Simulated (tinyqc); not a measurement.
# Changing the well width L

Model: donor or exciton in a quantum well (variational effective-mass method). Computed by tinyqc, a small Python program. Command: `OMP_NUM_THREADS=1 python tinyqc.py 3006438 3006439 out.jsonl welldonor sweep`. One thread of a shared host (Intel(R) Xeon(R) Processor @ 2.30GHz), about 0.07 s of CPU time with the checks.

H = -nabla^2 - 2/|r - r_i| + V(z) in effective units; trial function psi = f(z) exp(-|r - r_i|/lambda), f the ground state of the well. Mass and screening are the same in well and barrier; l = L/a* is the width in effective units. Bands are flat: no polarisation or applied field.

Inputs (values chosen for the exercise, for a model semiconductor): electron mass m = 0.136 m_0; dielectric constant eps = 6.51; donor position z_i/L from the centre = 0.

Centre: donor. Barriers: infinite.

Constants: Ry = 13.605693123 eV; a_0 = 0.529177210903 angstrom.

Method:
- Ry* = Ry m/eps^2, a* = a_0 eps/m; l = L/a*.
- k = pi/l; f = cos(k z) inside and zero outside; subband energy k^2 Ry*.
- Binding E_b(lambda) = -1/lambda^2 + 4 A/(lambda B), with A = int f^2 exp(-2 s/lambda) dz, B = int f^2 exp(-2 s/lambda)(1 + 2 s/lambda) dz and s = |z - z_i|; 40 Gauss-Legendre points on each piece between the walls at z = -l/2 and l/2 and z_i.
- Golden-section search for the maximum over lambda from 0.3 to 4, 40 steps.

One run for each value:

| well width L (nm) | binding energy (meV) | radius lambda a* (nm) | binding in Ry* |
|---|---|---|---|
| 1.2 | 121.87 | 1.7472 | 2.7913 |
| 1.8 | 109.25 | 1.9024 | 2.5023 |
| 2.8 | 95.13 | 2.1018 | 2.1788 |
| 4.3 | 81.92 | 2.3130 | 1.8763 |
| 6.6 | 70.03 | 2.5132 | 1.6040 |
| 10.0 | 60.39 | 2.6516 | 1.3831 |
| 16.0 | 52.34 | 2.6885 | 1.1988 |
| 37.0 | 45.61 | 2.5868 | 1.0446 |

Give the missing row, well width L (nm) = 24.0.

Computed row:
```
well width L (nm)  binding energy (meV)  radius lambda a* (nm)  binding in Ry*
24.0                              48.03                 2.6408          1.1001
```

Interpolating between the two neighbouring rows (the first column on a logarithmic scale, the others too where they are positive) misses most in binding energy (meV), by 1.9 %. Over the rows, binding energy (meV) falls from 122 to 45.6 (exponent d ln y / d ln x -0.27 between the first rows and -0.12 between the last); radius lambda a* (nm) goes from 1.75 through a maximum among these rows, 2.69 at 16.0, to 2.59; binding in Ry* falls from 2.79 to 1.04 (exponent d ln y / d ln x -0.27 between the first rows and -0.12 between the last). Squeezing the envelope brings the charges closer, and the binding rises towards the two-dimensional 4 Ry*.

Caution (rows 1.20, 1.80, 2.80, 4.30): so narrow a well has large confinement energy, where non-parabolicity and barrier penetration matter.

Extremes, crossings and ranges named in words are read from the listed rows.
